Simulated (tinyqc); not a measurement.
Thickness series: Landau-Devonshire theory of a uniaxial ferroelectric. Computed by tinyqc, a small Python program. Command: `OMP_NUM_THREADS=1 python tinyqc.py 3006409 3006410 out.jsonl ferro walk`. One thread of a shared host (Intel(R) Xeon(R) Processor @ 2.30GHz), about 0.01 s of CPU time with the checks.

G(P) = (alpha/2) P^2 + (beta*/4) P^4 + (gamma/6) P^6 - E P per volume, SI units, one domain, P along the polar axis.

Inputs (values chosen for the exercise, for a model ferroelectric):
```
quantity                          value             unit
alpha_0                          268000      J m/(C^2 K)
Curie-Weiss temperature T0          860                K
beta                           -2.3e+09        J m^5/C^4
gamma                          7.18e+09        J m^9/C^6
temperature T                       391                K
film thickness d                    5.2               nm
screening length lambda           0.013               nm
background permittivity eps_b         5                -
series capacitance C_d              4.6  microfarad/cm^2
```

Sample: free crystal.

Constants: eps_0 = 8.8541878128e-12 F/m.

Method:
- alpha = alpha_0 (T - T0*), T0* = T0, beta* = beta.
- Ps^2 = [-beta* + sqrt(beta*^2 - 4 alpha gamma)]/(2 gamma).
- chi = 1/(eps_0 G''), G'' = alpha + 3 beta* P^2 + 5 gamma P^4 at Ps. Ps, chi and the coercive field are for perfect screening, without a depolarising field. The intrinsic coercive field is |alpha P + beta* P^3 + gamma P^5| at the P_c where G'' = 0. 1 C/m^2 = 100 microcoulomb/cm^2.
- Between shorted electrodes with screening length lambda each, the depolarising field is -k P, k = 2 lambda/(eps_0 (d + 2 lambda eps_b)), so alpha turns into alpha + k.
- The polar state is the lowest uniform state while alpha + k < 0 (beta* > 0) or < 3 beta*^2/(16 gamma) (beta* < 0); setting the equality gives the critical thickness d_c.
- Domains are left out, though they can pre-empt both the loss of P and the state at P = 0. The second and third columns are for the shorted capacitor, polar only where it is the lowest uniform state: alpha + k < 0 (beta* > 0) or < 3 beta*^2/(16 gamma) (beta* < 0). The last column is another circuit, the film in series with C_d at P = 0: 1/C = (alpha d)/(1 + alpha eps_0 eps_b) + 1/C_d, and P = 0 is locally stable while 1/C > 0; a dash marks the rest.

alpha = -1.25692e+08 J m/C^2

beta* = -2.30e+09 J m^5/C^4

critical thickness d_c = 10.9999 nm

spontaneous polarisation Ps = 60.6560 microcoulomb/cm^2

Against thickness:
```
d (nm)  P (microcoulomb/cm^2)  depolarising field (MV/m)  C of the stack / C_d
1                       0.000                       0.00                1.0058
2                       0.000                       0.00                1.0118
3                       0.000                       0.00                1.0178
5                       0.000                       0.00                1.0299
8                       0.000                       0.00                1.0488
15                     53.588                     104.00                1.0955
30                     57.634                      56.17                1.2113
60                     59.232                      28.93                1.5357
150                    60.104                      11.76                7.8203
```

What follows from these numbers?

The polar state appears between 8 and 15 nm (d_c = 11.0 nm), and at 150 nm P is 99.1 % of Ps. The stack exceeds C_d wherever it is stable, up to 7.82 times: the ferroelectric held at P = 0 acts as a negative capacitance. Caution: far below T0* the expansion with linear alpha(T) is only a fit.

Extremes, crossings and ranges named in words are read from the listed rows.
